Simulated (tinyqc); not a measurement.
A discretised effective-mass wire between two leads, recursive Green functions: two steps of the calculation.

Finite differences on a grid of step a give a chain with hopping -t, t = C/(m a^2), C = hbar^2/(2 m0), and site energies 2 t + U_i for the N = 5 sites of the device; the semi-infinite leads have site energy 2 t. Each slice is one site, and V = -t couples neighbouring slices.

Inputs (values chosen for the exercise): effective mass m = 0.066 m0; grid step a = 1 nm; potential on the sites 1 to N U = [0, 0.25, 0.25, 0.25, 0] eV; energy above the band bottom of the leads E = 0.293 eV.

Constants: q = 1.602176634e-19 C, hbar = 1.054571817e-34 J s, h = 6.62607015e-34 J s, m0 = 9.1093837015e-31 kg, hbar^2/(2 m0) = 0.0380998212 eV nm^2. Results are converted to the units shown.

Problem 1. Forward pass. Forward pass: g_1 = (E - H_1 - Sigma)^(-1), g_i = (E - H_i - V g_(i-1) V^dagger)^(-1), with Sigma also subtracted on the last slice; G_(i,1) = g_i V G_(i-1,1), starting from g_1. H_i is the block of slice i, its site energy.

Sigma = -0.43077002-0.38428878i eV

Give: g_i; G_(i,1) of the forward pass.

Solution 1.

```
site       g_i (1/eV)  G_(i,1) of the forward pass (1/eV)
1     -1.2927-1.1532i                     -1.2927-1.1532i
2     -1.1140-0.6288i                     -0.4127-1.2108i
3     -1.2506-0.3540i                     -0.0505-0.9584i
4     -1.3989-0.2375i                      0.0906-0.7809i
5      0.1639-2.1453i                      0.9585+0.1861i
```

Problem 2. Transmission. T(E) = Tr[Gamma G_(N,1) Gamma G_(N,1)^dagger]. Conductance (2 q^2/h) T(E).

G_(N,1) = 0.95850346+0.18613966i 1/eV
Gamma = 0.76857756 eV

Find: T(E); conductance.

Solution 2.

T(E) = 0.56317
conductance = 43.635 uS

Inverting the whole matrix gives the same value.

Program tinyqc, `OMP_NUM_THREADS=1 python tinyqc.py 2660106 2660107 out.jsonl`; Intel Xeon 2.30GHz, shared host, one thread, about 0.01 s.
